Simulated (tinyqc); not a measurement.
## Vertical double-diffused power MOSFET, components of the on-resistance: On-resistance against the doping of the gap over the drift doping

Stripe cells of pitch Wp + a, two channels a cell. Current flows through the channels, spreads in the accumulation layer, passes the gap between the p bodies and spreads at 45 degrees into the drift layer below them. Low drain voltage, full ionisation.

Triangular field at breakdown with Ec = Kc N^(1/8): BV = eps0 eps_r Ec^2/(2 q N), so N = (eps0 eps_r Kc^2/(2 q BV))^(4/3); W = 2 BV/Ec; mu = mud (T/300 K)^(-bt); rho = 1/(q mu N); ideal resistance rho W. Pitch p = Wp + a, Cox = 3.9 eps0/tox; zero-bias depletion in the gap w0 = sqrt(2 eps0 eps_r Vbi/(q N Nj)), open gap g = a - 2 w0; R_ch = Lc p/(2 mch Cox Vov); R_acc = 0.6 a p/(4 mac Cox Vov), 0.6 being an empirical factor for current leaving the layer along its length; R_gap = (rho/Nj) xp p/g; spreading depth t = min(W, (p - g)/2); R_drift = (rho p/2) ln((g + 2 t)/g) + rho (W - t); R_on = the sum with Rs.

Values chosen for this exercise; bulk values close to those of silicon:
```
symbol,value,unit,meaning
T,350,K,temperature
eps_r,11.9,,relative permittivity
Kc,4110,V/cm per (cm^-3)^(1/8),critical-field constant
BV,600,V,rated breakdown voltage of the drift layer
mud,1260,cm^2/(V s),drift mobility at 300 K
bt,2.5,,temperature exponent of the drift mobility
tox,90,nm,gate oxide thickness (eps_r 3.9)
Vov,4,V,gate overdrive
mch,160,cm^2/(V s),channel mobility
mac,600,cm^2/(V s),accumulation-layer mobility
Lc,1.4,um,channel length
Wp,3.8,um,"width of the p body in one cell, channels included"
a,4.4,um,gap between neighbouring p bodies
xp,1.9,um,depth of the p body
Vbi,0.644,V,built-in voltage of the body junction
Rs,0.13,mohm cm^2,substrate and contact resistance
```

Constants: q = 1.602176634e-19 C, eps0 = 8.8541878128e-14 F/cm where lengths are in cm. Results are converted to the units shown.

The same in every row: R_ch (mohm cm^2) = 2.3376; R_acc (mohm cm^2) = 0.58773; ideal (mohm cm^2) = 75.491.

On-resistance against the doping of the gap over the drift doping:
```
Nj,R_gap (mohm cm^2),R_drift (mohm cm^2),R_on (mohm cm^2),largest term
1,17.417,81.565,102.04,drift
1.5,8.6941,79.956,91.706,drift
2,5.6712,79.232,87.958,drift
3,3.2748,78.528,84.858,drift
5,1.7324,77.952,82.740,drift
8,0.99775,77.601,81.654,drift
12,0.63087,77.384,81.070,drift
```

R_on falls from 102 to 81.1 mohm cm^2. The drift term is the largest at Nj = 1 and in all other rows. R_on is 1.35 times the ideal drift resistance in the first row and 1.07 times in the last.

tinyqc, about 0.01 s, one thread, Intel Xeon 2.30GHz (shared host): `OMP_NUM_THREADS=1 python tinyqc.py 2230065 2230066 out.jsonl`
